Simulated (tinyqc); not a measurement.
Worked calculation: LDA (VWN5) atom on a uniform radial grid, spin-unpolarised, for Li+. Computed by tinyqc, a small Python program that keeps every step. Settings: Z = 3, points = 64, R = 7.7, functional = lda,vwn, mixing = 0.2, iteration cap = 66. Command: `OMP_NUM_THREADS=1 python tinyqc.py 30716 30717 out.jsonl` (the two numbers bound the seeds that draw the settings). One thread of a shared host (Intel(R) Xeon(R) Processor @ 2.60GHz), about 0.05 s of CPU time with the checks.

Spherical atom on a uniform radial grid r_j = j h with h = R/(N + 1), h sum u^2 = 1 and integrals as h times sums, u(0) = u(R) = 0 (atomic units):

| parameter | value |
|---|---|
| Z | 3 |
| points N | 64 |
| R | 7.700000 |
| h | 0.118462 |
| mixing | 0.200000 |
| electrons in 1s | 2 |

Three-point differences turn -u''/2 + [l(l+1)/2r^2 - Z/r + V] u = e u into a tridiagonal matrix (diagonal 1/h^2 + potential, off-diagonal -1/2h^2). D = sum f u^2; the Hartree potential y/r solves y'' = -D/r with y(0) = 0, y(R) = N_e; v_xc comes from rho = D/(4 pi r^2); E = sum f e - int D V + int D (V_H/2 + eps_xc); V(new) = V + mixing (V_H + v_xc - V).

Stop when input and output potentials agree to 1e-7.

Course of the cycle (hartree):

| iteration | E | e(1s) | largest \|V(out) - V(in)\| |
|---|---|---|---|
| 1 | -6.745891 | -4.3662 | 3.58e+00 |
| 2 | -6.803181 | -3.8548 | 2.76e+00 |
| 3 | -6.839972 | -3.4598 | 2.12e+00 |
| 4 | -6.863147 | -3.1546 | 1.63e+00 |
| 5 | -6.877494 | -2.9185 | 1.25e+00 |
| 6 | -6.886242 | -2.7357 | 9.53e-01 |
| 7 | -6.891506 | -2.5941 | 7.28e-01 |
| 8 | -6.894639 | -2.4843 | 5.56e-01 |
| 9 | -6.896487 | -2.3992 | 4.24e-01 |
| 10 | -6.897569 | -2.3330 | 3.24e-01 |
| 11 | -6.898200 | -2.2816 | 2.47e-01 |
| ... | ... | ... | ... |
| 56 | -6.899064 | -2.0989 | 5.64e-06 |
| 57 | -6.899064 | -2.0989 | 4.49e-06 |
| 58 | -6.899064 | -2.0989 | 3.58e-06 |
| 59 | -6.899064 | -2.0989 | 2.85e-06 |
| 60 | -6.899064 | -2.0989 | 2.27e-06 |
| 61 | -6.899064 | -2.0989 | 1.81e-06 |
| 62 | -6.899064 | -2.0989 | 1.45e-06 |
| 63 | -6.899064 | -2.0989 | 1.15e-06 |
| 64 | -6.899064 | -2.0989 | 9.19e-07 |
| 65 | -6.899064 | -2.0989 | 7.33e-07 |
| 66 | -6.899064 | -2.0989 | 5.85e-07 |

Can the last value be used, and what does the course show?

Not by the stop rule, although the second column moves by less than 1e-07 over the last three steps; and the uniform grid itself carries an error of order h^2 at the cusp, far above the threshold. Not converged within 66 iterations: the residual falls steadily but slowly, by a factor of about 0.80 a step. Reruns (cap 100 unless said): mixing 0.3: converged in 47; mixing 0.6: converged in 19; the original settings with a cap of 400: converged in 74. Even converged, this uniform grid resolves the cusp poorly and misses the energy of the atom.
